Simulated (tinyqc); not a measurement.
Raising U: Hubbard chain of 6 sites, mean field against exact. Computed by the program tinyqc. Collinear unrestricted mean field (the lowest of 40 random starts) against exact diagonalisation.

one-body matrix (hopping and site energies) (eV):
```
,1,2,3,4,5,6
1,0.0000,-1.1200,0.0000,0.0000,0.0000,0.0000
2,-1.1200,0.0000,-1.1200,0.0000,0.0000,0.0000
3,0.0000,-1.1200,0.0000,-1.1200,0.0000,0.0000
4,0.0000,0.0000,-1.1200,0.0000,-1.1200,0.0000
5,0.0000,0.0000,0.0000,-1.1200,0.0000,-1.1200
6,0.0000,0.0000,0.0000,0.0000,-1.1200,0.0000
```

electrons, up and down: 3  2

Exact and mean-field results (eV):
```
U,U/t,E exact,E mean field,mean |n_up - n_down|,"double occupancy, exact",first gap in the sector
0.560,0.500,-6.79658,-6.77072,0.167,0.150,0.880
1.120,1.000,-6.32150,-6.21975,0.169,0.133,0.839
2.240,2.000,-5.53026,-5.15609,0.257,0.103,0.738
3.360,3.000,-4.92358,-4.23705,0.421,0.078,0.640
4.480,4.000,-4.46248,-3.56629,0.569,0.060,0.555
6.720,6.000,-3.83735,-2.78774,0.711,0.036,0.427
8.960,8.000,-3.44984,-2.44955,0.794,0.023,0.341
13.440,12.000,-3.01110,-2.18966,0.823,0.011,0.240
22.400,20.000,-2.62792,-2.03819,0.830,4.41e-03,0.149
```

What does the comparison show, and why?

In absolute terms mean field is worst at U/t = 6.0, 1.050 eV too high: at small U it is nearly exact, and at large U it still misses the motion of the hole through a fluctuating spin background. Relative to the exact energy its error is 0.4 % at the smallest U, 29 % at most and 22 % at the largest. The double occupancy falls from 0.150 to 0.004.
